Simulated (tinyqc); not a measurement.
Placement within one cell: pair of shallow donors (hydrogen-like orbitals).

Each donor has the orbital exp(-r/a); energy unit Ha* = q/(eps a), q = e^2/(4 pi eps0), so that a lone donor is bound by Ha*/2; x = R/a. One electron: S = (1 + x + x^2/3) exp(-x), j = 1/x - (1 + 1/x) exp(-2x), k = (1 + x) exp(-x); levels E(+/-) = -1/2 - (j +/- k)/(1 +/- S) in Ha*, without the repulsion of the ions, split by D = |E(-) - E(+)|. In six valleys the overlaps S and k are multiplied by v = [cos(K Rx) + cos(K Ry) + cos(K Rz)]/3, K = k0 (2 pi/a_lat), for isotropic envelopes and the symmetric valley state.

Two electrons, Heitler-London: with S' = (1 - x + x^2/3) exp(x), C = 1/x - exp(-2x)(1/x + 11/8 + 3x/4 + x^2/6), X = (1/5){exp(-2x)(25/8 - 23x/4 - 3x^2 - x^3/3) + (6/x)[S^2 (0.5772157 + ln x) + S'^2 Ei(-4x) - 2 S S' Ei(-2x)]}, Q = C - 2j + 1/x and A = X - 2 S k + S^2/x, the singlet and triplet lie at (Q +/- w A)/(1 +/- w S^2) from two lone donors, with the valley weight w = v^2; the exchange is J = triplet - singlet.

Constants: e^2/(4 pi eps0) = 14.39964547 eV angstrom.

Inputs chosen for the exercise (near those of two donors in Si; not measured data):

| symbol | value | unit | meaning |
|---|---|---|---|
| a | 16.1 | angstrom | orbital radius |
| eps | 11.5 |  | dielectric constant |
| a_lat | 5.431 | angstrom | lattice constant |
| k0 | 0.853 | 2 pi/a_lat | valley position |
| sites | ((13, 0, 0), (13.25, 0.25, 0.25), (13.5, 0.5, 0), (13, 0.5, 0.5), (12.75, 0.25, -0.25), (13.75, 0.25, -0.25), (13, 1, 0), (13.25, 0.75, -0.25), (14, 0.5, 0.5)) | a_lat | positions of the second donor |

D and J for each site, and for v = 1.

Cases:

| site |
|---|
| (13, 0, 0) |
| (13.25, 0.25, 0.25) |
| (13.5, 0.5, 0) |
| (13, 0.5, 0.5) |
| (12.75, 0.25, -0.25) |
| (13.75, 0.25, -0.25) |
| (13, 1, 0) |
| (13.25, 0.75, -0.25) |
| (14, 0.5, 0.5) |

Rank the cases by J (micro-eV), lowest first.

Answer: (13.25, 0.25, 0.25), (13.75, 0.25, -0.25), (14, 0.5, 0.5), (13.25, 0.75, -0.25), (13.5, 0.5, 0), (13, 0.5, 0.5), (12.75, 0.25, -0.25), (13, 1, 0), (13, 0, 0).

Results:

| site | R (angstrom) | v | D (meV) | J (micro-eV) | J for v = 1 |
|---|---|---|---|---|---|
| (13, 0, 0) | 70.6 | 0.949 | 5.06 | 797 | 885 |
| (13.25, 0.25, 0.25) | 72.0 | 0.045 | 0.221 | 1.58 | 778 |
| (13.5, 0.5, 0) | 73.4 | -0.297 | 1.37 | 60.2 | 683 |
| (13, 0.5, 0.5) | 70.7 | -0.314 | 1.64 | 86.5 | 876 |
| (12.75, 0.25, -0.25) | 69.3 | 0.389 | 2.17 | 152 | 1.00e+03 |
| (13.75, 0.25, -0.25) | 74.7 | 0.108 | 0.468 | 7.05 | 603 |
| (13, 1, 0) | 70.8 | 0.817 | 4.29 | 579 | 868 |
| (13.25, 0.75, -0.25) | 72.1 | -0.244 | 1.19 | 45.9 | 770 |
| (14, 0.5, 0.5) | 76.1 | -0.285 | 1.16 | 42.8 | 526 |

Over these sites the envelope alone changes J by a factor 1.9, and the valley factor v^2 by 443; J runs from 1.58 at (13.25, 0.25, 0.25) to 797 micro-eV at (13, 0, 0). Moves of less than one lattice constant change the phases of the valleys along each axis that moves, so the placement must be exact to the site.

Run: tinyqc, `OMP_NUM_THREADS=1 python tinyqc.py 1250286 1250287 out.jsonl`; Intel(R) Xeon(R) Processor @ 2.30GHz, one thread, shared host; about 0.01 s of CPU time with all checks.
